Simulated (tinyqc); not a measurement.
Threshold-voltage variability of a planar MOSFET, analytic estimates: two steps of the calculation.

Three independent sources add in quadrature: random dopants in the depleted layer, metal-gate grains of two orientations, and roughness of the two gate edges acting through the roll-off VT = VT(long) - Vr exp(-L/l). These are first-order estimates: no three-dimensional electrostatics, no percolation.

Parameters, values chosen for the exercise; material values close to those of silicon: temperature T = 300 K; band gap Eg = 1.12 eV; relative permittivity of the semiconductor eps_r = 11.5; conduction-band density of states at T Nc = 2.82e19 cm^-3; valence-band density of states at T Nv = 2.7e19 cm^-3; channel doping Na = 5.2e18 cm^-3; oxide-equivalent thickness in inversion ti = 1.5 nm; gate length L = 45 nm; gate width W = 83 nm; metal grain size G = 15 nm; work-function difference of the two grain orientations dW = 0.1 eV; share of the orientation of higher work function p = 0.4; rms roughness of one gate edge De = 1.5 nm; correlation length of the roughness La = 10 nm; decay length of the threshold roll-off l = 7.8 nm; prefactor of the roll-off Vr = 1.3 V.

Constants: q = 1.602176634e-19 C, kB = 1.380649e-23 J/K, Vt = kB T/q, eps0 = 8.8541878128e-14 F/cm where lengths are in cm. Results are converted to the units shown.

Task 1. Random dopants. ni = sqrt(Nc Nv) exp(-Eg/(2 Vt)), Eg in volts; Cox = 3.9 eps0/ti; Wd = sqrt(4 eps0 eps_r Vt ln(Na/ni)/(q Na)); dopants: s1 = (q/Cox) sqrt(Na Wd/(3 L W)). The slope A1 = s1 sqrt(L W); mean number of dopants Na L W Wd.

Wanted: Cox; Wd; mean number of dopants; A1; s1.

Result 1.

Cox = 2.3021 uF/cm^2
Wd = 15.896 nm
mean number of dopants = 308.73
A1 = 1.1552 mV um
s1 = 18.903 mV

Counting alone, 1/sqrt(N) of the depletion voltage q Na Wd/Cox = 575 mV, would give sqrt(3) times more: dopants deep in the layer act less on the surface.

Task 2. Metal grains and edge roughness. Grains: Ng = L W/G^2 (at least 1), s2 = dW sqrt(p (1 - p)/Ng). Edges, with exponential correlation and u = W/La: the mean gate length has sL^2 = 2 De^2 (2/u)[1 - (1 - exp(-u))/u]; s3 = sL (Vr/l) exp(-L/l).

Find: Ng; s2; sL; dVT/dL; s3.

Result 2.

Ng = 16.60
s2 = 12.02 mV
sL = 0.9766 nm
dVT/dL = 0.5204 mV/nm
s3 = 0.5082 mV

Computed by the program tinyqc: `OMP_NUM_THREADS=1 python tinyqc.py 2090067 2090068 out.jsonl`, one thread of a shared Intel Xeon 2.30GHz, about 0.01 s for the whole run.
